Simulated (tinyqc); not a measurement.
Three regimes over temperature: precursor delivery and alloy composition in metal-organic vapour-phase epitaxy. Computed by tinyqc, a small Python program. Command: `OMP_NUM_THREADS=1 python tinyqc.py 3018425 3018426 out.jsonl movpe walk`. One thread of a shared host (Intel(R) Xeon(R) Processor @ 2.30GHz), about 0.01 s of CPU time with the checks.

Carrier gas leaves each bubbler saturated. Group-III species cross a boundary layer and react at the surface; element 2 can also desorb. The film is (1)_(1-x) (2)_x V with a zinc-blende cell.

Inputs (values chosen for the exercise, close to those used for AlGaAs from TMAl and TMGa): source 1: a in log10(p/torr) = a - b/T = 8.22; source 1: b = 2134 K; source 1: bath temperature = 20 C; source 1: carrier flow = 24 sccm; source 2: a = 8.07; source 2: b = 1703 K; source 2: bath temperature = -6 C; source 2: carrier flow = 10 sccm; bubbler pressure p_b = 400 torr; group-V hydride flow = 320 sccm; total flow = 18 slm; reactor pressure p = 760 torr; diffusivity D0 at 273.15 K and 760 torr = 0.37 cm^2/s; boundary layer delta = 0.82 cm; prefactor of the surface rate k_s = 1.5e+13 cm/s; energy of k_s = 1.98 eV; prefactor of the loss of element 2 = 3.1e+16 layers/s; energy of the loss = 3.58 eV; lattice constant a = 5.655 angstrom.

Constants: k_B = 1.380649e-23 J/K; k_B = 8.617333262e-05 eV/K.

Method:
- Temperatures in kelvin are T(C) + 273.15.
- Vapour pressure p_v = 10^(a - b/T); precursor flow = carrier flow x p_v/(p_b - p_v); 1 sccm = 44.615 micromol/min; V/III = hydride flow over the sum of both; gas share x_g = F2/(F1 + F2).
- Partial pressure p_i = p F_i/(44615 x total flow in slm); density n_i = p_i/(k_B T), 1 torr = 133.322 Pa; D = D0 (T/273.15)^1.75 (760/p), h = D/delta, the same for both; k_s = prefactor x exp(-energy/(k_B T)); arrival J_i = n_i/(1/h + 1/k_s); in layers per second g_i = J_i a^2/2 (two group-III sites per a^2 on (001)).
- Loss of element 2 is r x with r = prefactor x exp(-energy/(k_B T)). Then x = (g2 - r x)/(g1 + g2 - r x), or r x^2 - (g1 + g2 + r) x + g2 = 0, smaller root; growth rate G = g1/(1 - x) layers/s; one layer is a/2 thick, 1 angstrom/s = 0.36 um/h.

molar flows (micromol/min): F1 23.8591, F2 63.1242

gas share x_g = 0.725705

Growth:
```
T (C)       k_s/h  r (layers/s)        x  G (um/h)
450    9.6103e-02    3.4803e-09  0.72571    0.3889
500    6.6729e-01    1.4293e-07  0.72571    1.8666
550    3.6363e+00    3.7379e-06  0.72570    3.8339
600    1.6220e+01    6.7264e-05  0.72570    4.8125
650    6.1194e+01    8.8505e-04  0.72567    5.2408
700    2.0045e+02    8.9362e-03  0.72538    5.5080
750    5.8215e+02    7.1976e-02  0.72315    5.6915
800    1.5247e+03    4.7730e-01  0.70888    5.6157
850    3.6519e+03    2.6746e+00  0.62195    4.4763
```

What does the comparison show, and why?

G peaks at 750 C among these rows. Between the first rows the apparent energy is 1.51 eV, against 1.98 eV for k_s, as control is already mixed; k_s passes h between 500 and 550 C, well above which G depends weakly on T until desorption sets in. Among these rows x stays within 2 % of x_g up to 750 C and then falls, to 0.62 in the last row, as element 2 desorbs. Caution: trimethylaluminium is largely a dimer in the vapour, which would double its metal flow; it is counted as a monomer here. Caution: in these rows, too, a is fixed and both precursors share one D and k_s.

Extremes, crossings and ranges named in words are read from the listed rows.
